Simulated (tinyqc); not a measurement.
# Permittivity and interlayer from two capacitances

Inverse problem. A two-layer stack has Cox = eps0/(t1/e1 + t2/e2) and EOT = 3.9 eps0/Cox. Find e2, the EOT of layer 1 and, with e1 given, t1.

Parameters, values chosen for the exercise: relative permittivity of layer 1 e1 = 3.82.

Constants: eps0 = 8.8541878128e-14 F/cm where lengths are in cm. Results are converted to the units shown.

Cox at t2 = 2.4 and 8.6 nm (uF/cm^2): [2.0896063, 1.2526612]

Answer. EOT is linear in t2 with slope 3.9/e2, and its intercept is the EOT of layer 1.

e2 = 21.90
EOT of layer 1 = 1.225 nm
t1 = 1.200 nm

Numbers from tinyqc (`OMP_NUM_THREADS=1 python tinyqc.py 2010087 2010088 out.jsonl`; about 0.01 s on one thread of a shared Intel Xeon 2.30GHz).
